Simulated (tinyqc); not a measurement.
Floating body of a partially depleted SOI transistor: body voltage and kink: two steps of the calculation.

Source at 0 V. Channel current Ic = 2 nf K Vt^2 [F(0) - F(Vd)](1 + la Vd), F(V) = ln^2(1 + exp((Vg - VT - nf V)/(2 nf Vt))), VT = VT0 - gb Vb. Saturation voltage Vs = 2 Vt sqrt(F(0)) + 3 Vt, excess Ve = (Vd - Vs + sqrt((Vd - Vs)^2 + 0.0004 V^2))/2, multiplication M1 = Ai Ve exp(-Bl/Ve). Each junction passes D(v) = J1 (exp(v/Vt) - 1) + J2 (exp(v/(2 Vt)) - 1). Bipolar current Ib = bb J1 (exp(Vb/Vt) - 1). The body settles where M1 (Ic + Ib) = D(Vb) + D(Vb - Vd) + Vb/Rb; drain current Id = (1 + M1)(Ic + Ib) - D(Vb - Vd).

Inputs (values chosen for the exercise); values of the order met in partially depleted silicon-on-insulator transistors: temperature T = 300 K; threshold at zero body voltage VT0 = 0.5 V; fall of the threshold per volt of body voltage gb = 0.16; slope factor nf = 1.35; gain factor per width K = 440 uA/(V^2 um); channel-length modulation factor la = 0.09 1/V; impact-ionisation prefactor Ai = 1.24 1/V; impact-ionisation voltage Bl = 8 V; diffusion saturation current of each junction J1 = 2.2e-12 uA/um; recombination saturation current of each junction J2 = 1.7e-8 uA/um; gain of the lateral bipolar transistor on the diffusion current bb = 1; resistance of a weak body tie to the source (1e9 stands for no tie, and the term is then dropped) Rb = 7e5 kohm um; gate voltage Vg = 0.77 V; drain voltage Vd = 2.2 V.

Constants: q = 1.602176634e-19 C, kB = 1.380649e-23 J/K, Vt = kB T/q. Results are converted to the units shown.

Question 1. New Vb. Current into the body I_in = M1 (Ic + Ib) - D(Vb - Vd), current out I_out = D(Vb) + Vb/Rb; f = ln(I_in/I_out), s = df/dVb by central differences over 1e-5 V, Vb(new) = Vb - f/s.

Vb after iteration 1 = 0.69131618 V

Give: Ic; Ve; M1; I_in; I_out; f; s; Vb after iteration 2.

Answer 1.

Ic = 28.326 uA/um
Ve = 1.8403 V
M1 = 0.029542
I_in = 0.86350 uA/um
I_out = 0.91558 uA/um
f = -0.058563
s = -36.748 1/V
Vb after iteration 2 = 0.68972 V

Question 2. Drain current with floating and with grounded body. Id and VT at the converged Vb, Id at Vb = 0, their ratio, and the bipolar share Ib/(Ic + Ib).

converged Vb = 0.68972377 V

Find: VT; Id, floating; Id, grounded; ratio; bipolar share.

Answer 2.

VT = 0.3896 V
Id, floating = 30.00 uA/um
Id, grounded = 14.92 uA/um
ratio = 2.011
bipolar share = 2.916 %

The body rises to 0.690 V and lowers the threshold by 110 mV.

Range of the model: The multiplication law is an empirical form chosen for the exercise; self-heating and capacitive coupling to the body are left out, and the linear laws are rough once Vb passes about 0.7 V or M1 about 0.1.

Numbers from tinyqc (`OMP_NUM_THREADS=1 python tinyqc.py 2182094 2182095 out.jsonl`; about 0.2 s on one thread of a shared Intel Xeon 2.30GHz).
